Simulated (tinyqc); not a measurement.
Inside a calculation. Model: surface potential of a MOS transistor: implicit equation and explicit approximations.

Numbers from tinyqc (`OMP_NUM_THREADS=1 python tinyqc.py 2122058 2122059 out.jsonl`; about 0.01 s on one thread of a shared Intel Xeon 2.30GHz). Printed values are rounded.

p-type body, charge-sheet picture, depletion and inversion only, full ionisation (an idealisation for deep acceptors), Boltzmann statistics (rough once Na exp(x - xn) passes about Nc/7). In units of Vt: xg = (Vg - Vfb)/Vt, x = psi/Vt, G = gamma/sqrt(Vt), xn = (2 phiF + Vc)/Vt. The implicit equation is (xg - x)^2 = G^2 [x - 1 + exp(x - xn)] for x above about 3. Cox = eps0 eox/tox.

Parameters, values chosen for the exercise; band and dielectric values close to those of silicon:
```
symbol,value,unit,meaning
T,400,K,temperature
Eg,1.11,eV,band gap
eps_r,11.5,,relative permittivity
Nc,4.3e19,cm^-3,conduction-band density of states at T
Nv,4.05e19,cm^-3,valence-band density of states at T
eox,21.4,,relative permittivity of the gate insulator (close to hafnium oxide)
tox,3.6,nm,insulator thickness
Na,1.7e17,cm^-3,acceptor density
Vfb,-0.76,V,flat-band voltage
Vc,0,V,channel-body voltage
Vg,0.75,V,gate-body voltage
```

Constants: q = 1.602176634e-19 C, kB = 1.380649e-23 J/K, Vt = kB T/q, eps0 = 8.8541878128e-14 F/cm where lengths are in cm. Results are converted to the units shown.

Range of the model: The electron quasi-Fermi level lies less than 2 Vt below the band edge at the surface, or above it, where degeneracy and confinement, left out, matter.

## Scales

ni = sqrt(Nc Nv) exp(-Eg/(2 Vt)), Eg in volts; phiF = Vt ln(Na/ni); gamma = sqrt(2 q eps0 eps_r Na)/Cox; VT = Vfb + Vt (xn + G sqrt(xn - 1)).

phiF = 0.365308 V
gamma = 0.0447464 V^0.5
G = 0.241014
xn = 21.1961
VT = 0.00795052 V
xg = 43.8071

## Explicit approximation

Depletion value a = 1 + [sqrt(G^2/4 + xg - 1) - G/2]^2; inversion value b = xn + ln[(xg - xn)^2/G^2 - xn + 1] and first guess y = min(a, b) - ln(1 + exp(-|a - b|)) if a > xn + 1, else b = y = a; one second-order correction with D = exp(y - xn), p = 2 (xg - y) + G^2 (1 + D), w = (xg - y)^2 - G^2 (y - 1 + D): z = y + 2 w/(p + sqrt(p^2 - 2 (2 - G^2 D) w)), or the Newton step z = y + w/p where the root is not real.

a = 42.2590
b = 30.2765
y = 30.2765
p = 537.197
w = -328.702
z = 29.6646

The root of the implicit equation is x = 29.3731; y misses it by 0.90 and z by 0.29, in units of Vt (Newton branch).

## Starting value

x = a rounded to two decimals.

x at the start = 42.26

## Iteration 1: new x

D = exp(x - xn), f = (xg - x)^2 - G^2 (x - 1 + D), f' = -2 (xg - x) - G^2 (1 + D), x(new) = x - f/f'.

D = 1.40581e9
f = -8.16599e7
f' = -8.16599e7
x after iteration 1 = 41.2600

## Iteration 2: new x

As before.

D = 5.17168e8
f = -3.00410e7
f' = -3.00410e7
x after iteration 2 = 40.2600

## Course of the iteration

Stop when the step is below 1e-11, or after 60 iterations.

Course of the iteration:
```
iteration  x before the step       step
1                      42.26      -1.00
2                    41.2600      -1.00
3                    40.2600      -1.00
4                    39.2600      -1.00
5                    38.2600      -1.00
6                    37.2600      -1.00
7                    36.2601      -1.00
8                    35.2605     -0.999
9                    34.2617     -0.996
10                   33.2656     -0.987
11                   32.2784     -0.959
12                   31.3190     -0.878
13                   30.4408     -0.676
14                   29.7652     -0.331
15                   29.4347    -0.0599
16                   29.3748   -1.63e-3
17                   29.3731   -1.15e-6
18                   29.3731  -5.76e-13
```

Converged in 18 iterations. In 11 iterations the step is within 5 % of -1, the mark of an exponential that dominates f.

## Potential, charges and gate control

converged x = 29.3731

psi = Vt x; N_dep = Cox Vt G sqrt(x - 1)/q; N_inv = (Cox Vt G/q) [sqrt(x - 1 + exp(x - xn)) - sqrt(x - 1)]; dpsi/dVg = 1/[1 + G^2 (1 + exp(x - xn))/(2 (xg - x))].

psi = 1.01247 V
N_dep = 1.45371e12 cm^-2
N_inv = 1.4891e13 cm^-2
dpsi/dVg = 0.122521

psi lies 8.2 Vt above 2 phiF + Vc.
